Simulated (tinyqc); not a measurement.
From results back to parameters: WKB tunnelling through a gate dielectric with a two-band (Franz) dispersion. Three cases, with inputs chosen for the exercise.

Problem. In the Fowler-Nordheim regime with a parabolic band J/F^2 is proportional to exp(-B/F), B = (4/3) sqrt(m/c) phi^(3/2), c = hbar^2/2m0, 1 V/angstrom = 100 MV/cm. The ratio below was computed from a hidden barrier.

Constants: hbar^2/2m0 = 3.80998211 eV angstrom^2.

Find: B; phi.

Method. B is the logarithm divided by 1/F1 - 1/F2; then phi = (3 B/(4 sqrt(m/c)))^(2/3). The slope fixes only m phi^3, so the mass must be known.

Case 1.

Values chosen (out of a larger set: of the size used for HfO2 on silicon; not measured data): m = 0.21 m0 (mass at the conduction edge); F1 = 6.2 MV/cm (first field); F2 = 12.3 MV/cm (second field).

ln[(J2/F2^2)/(J1/F1^2)] = 5.02014

Solution.

B = 62.76 MV/cm
phi = 1.590 eV

Case 2.

Values chosen (out of a larger set: of the size used for HfO2 on silicon; not measured data): m = 0.19 m0 (mass at the conduction edge); F1 = 6.7 MV/cm (first field); F2 = 12 MV/cm (second field).

ln[(J2/F2^2)/(J1/F1^2)] = 3.42709

Solution.

B = 51.99 MV/cm
phi = 1.450 eV

Case 3.

Values chosen (out of a larger set: of the size used for La2O3 on silicon; not measured data): m = 0.24 m0 (mass at the conduction edge); F1 = 7.5 MV/cm (first field); F2 = 10.8 MV/cm (second field).

ln[(J2/F2^2)/(J1/F1^2)] = 4.78663

Solution.

B = 117.49 MV/cm
phi = 2.310 eV

Computed by tinyqc, one run a case: `OMP_NUM_THREADS=1 python tinyqc.py N N+1 out.jsonl` with N = 1481718, 1481747, 1481802; one thread of a shared Intel(R) Xeon(R) Processor @ 2.30GHz, about 0.01 s a run at most.
